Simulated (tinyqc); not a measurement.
From results back to parameters: Franz-Keldysh effect at a direct gap. Two cases, with inputs chosen for the exercise.

Problem. In modulation spectra the extrema of the oscillations lie at E_n = Eg + th (3 pi (n - 1/2)/4)^(2/3) (the phase constant is taken as pi/2 here), with th = (c (e Fd)^2/mr)^(1/3), mr = me mhh/(me + mhh), c = hbar^2/2m0; 1 kV/cm = 1e-5 V/angstrom. Extrema n = 2 and n = 5 are given; Eg and the field are hidden.

Constants: hbar^2/2m0 = 3.80998211 eV angstrom^2.

Find: th; Eg; Fd.

Method. E_n is linear in (3 pi (n - 1/2)/4)^(2/3): the slope is th and the intercept Eg; then e Fd = sqrt(th^3 mr/c).

Case 1.

Values chosen (out of a larger set: near those of InGaAs; not measured data): me = 0.0418 m0 (electron mass); mhh = 0.447 m0 (heavy-hole mass).

E_2 = 0.80143 eV
E_5 = 0.85914 eV

Solution.

th = 23.03 meV
Eg = 0.748 eV
Fd = 35 kV/cm

Case 2.

Values chosen (out of a larger set: near those of InP; not measured data): me = 0.0819 m0 (electron mass); mhh = 0.607 m0 (heavy-hole mass).

E_2 = 1.44007 eV
E_5 = 1.56868 eV

Solution.

th = 51.32 meV
Eg = 1.321 eV
Fd = 1.6e+02 kV/cm

Computed by tinyqc, one run a case: `OMP_NUM_THREADS=1 python tinyqc.py N N+1 out.jsonl` with N = 1650083, 1650305; one thread of a shared Intel(R) Xeon(R) Processor @ 2.30GHz, about 0.01 s a run at most.
